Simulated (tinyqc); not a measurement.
Worked calculation: Kronig-Penney superlattice by transfer matrices. Values are carried at full precision from step to step, so a last printed digit may differ when a step is redone from the rounded ones.

Wells (width a, potential 0, mass mw) alternate with barriers (width b, height V0, mass mb); period d = a + b; c = hbar^2/2m0. The vector (psi, psi'/m) is continuous, and a layer of thickness t carries it by M = [[cos kt, (m/k) sin kt], [-(k/m) sin kt, cos kt]] with k = sqrt(m (E - V)/c); for E < V, k = i kappa gives [[cosh, (m/kappa) sinh], [(kappa/m) sinh, cosh]] of kappa t. A Bloch state obeys cos(q d) = tr(Mb Mw)/2.

Constants: hbar^2/2m0 = 3.80998211 eV angstrom^2; hbar = 6.58211957e-16 eV s.

Values chosen for the exercise (near those of a GaAs superlattice with barriers of AlGaAs; not measured data):
```
symbol  value   unit      meaning
a       75      angstrom  well width
b       43      angstrom  barrier width
V0      0.194   eV        barrier height
mw      0.0663  m0        mass in the wells
mb      0.0869  m0        mass in the barriers
E       0.0765  eV        trial energy
F       40      kV/cm     field along the axis
```

## Layer matrices at one energy

Form the matrix of the well and of the barrier at E.

k in the well = 0.03649 1/angstrom
kappa in the barrier = 0.05177 1/angstrom

Mw (angstrom units):
```
          1         2
1  -0.91905   0.71623
2  -0.21691  -0.91905
```

Mb (angstrom units):
```
        1       2
1  4.6856  7.6841
2  2.7270  4.6856
```

## The matrix of one period

Multiply M = Mb Mw and take half the trace. If its size is at most 1, E lies in a miniband and q d = arccos(tr M/2); otherwise the state decays by exp(-arccosh|tr M/2|) a period.

M:
```
         1        2
1  -5.9730  -3.7061
2  -3.5226  -2.3531
```

tr M/2 = -4.1631
q d in a band, or the decay exponent in a gap = 2.105

E lies in a gap; det M = 1.0000, as for any such product.

## Miniband edges

The edges are the energies where tr M/2 = +1 (q = 0) or -1 (q = pi/d); the first three minibands.

Minibands:
```
band  bottom (eV)  top (eV)  width (meV)
1          0.0391    0.0468          7.7
2          0.1442    0.1869         42.7
3          0.2739    0.4122        138.3
```

2 minibands of these lie wholly below V0. The first gap is 97.4 meV wide; the single well of width a has E1 = 0.0428 eV, inside the first miniband.

## Dispersion along the axis

Solve tr M/2 = cos(q d) inside each miniband at q d/pi = 0, 1/6, ..., 1. The cosine form is E_bottom + (W/2)(1 - cos q d) with the true width W.

Energies (eV):
```
q d/pi  band 1  cosine form  band 2
0.000   0.0391       0.0391  0.1869
0.167   0.0396       0.0397  0.1826
0.333   0.0408       0.0411  0.1728
0.500   0.0427       0.0430  0.1619
0.667   0.0447       0.0449  0.1526
0.833   0.0462       0.0463  0.1464
1.000   0.0468       0.0468  0.1442
```

The cosine form, which holds for hopping between neighbouring wells alone, misses band 1 by at most 0.3 meV, 4 % of its width.

## Mass along the axis

With f(E) = tr M/2, 1 - (q d)^2/2 = 1 + f'(E_bottom)(E - E_bottom) gives m_z = -2 c f'/d^2 (f' by a central difference of 1e-6 eV at the bottom of band 1). The cosine form gives 4 c/(W d^2), W the width of band 1 between tr M/2 = +1 and -1.

f' = -303.6 1/eV
m_z = 0.1661 m0
m_z of the cosine form = 0.1427 m0
W = 7.67 meV

The mass along the axis is 2.51 times mw.

## In a field along the axis

One-band picture: ladder spacing e F d, Bloch frequency e F d/(2 pi hbar), and extent W/(e F) of a Stark state, with W the width of band 1; 1 kV/cm = 1e-5 V/angstrom.

e F d = 47.200 meV
Bloch frequency = 11.413 THz
W/(e F d) = 0.16 periods

The state is confined to about one period: the miniband has broken into a ladder of single-well levels.

## Checks

- Bottom of band 1 from 121 plane waves (the mass step taken by inverting the matrix of m) against the transfer matrix, eV: both 0.0391.

Program tinyqc; command `OMP_NUM_THREADS=1 python tinyqc.py 1281431 1281432 out.jsonl`; about 0.07 s on one thread of a shared Intel(R) Xeon(R) Processor @ 2.30GHz.
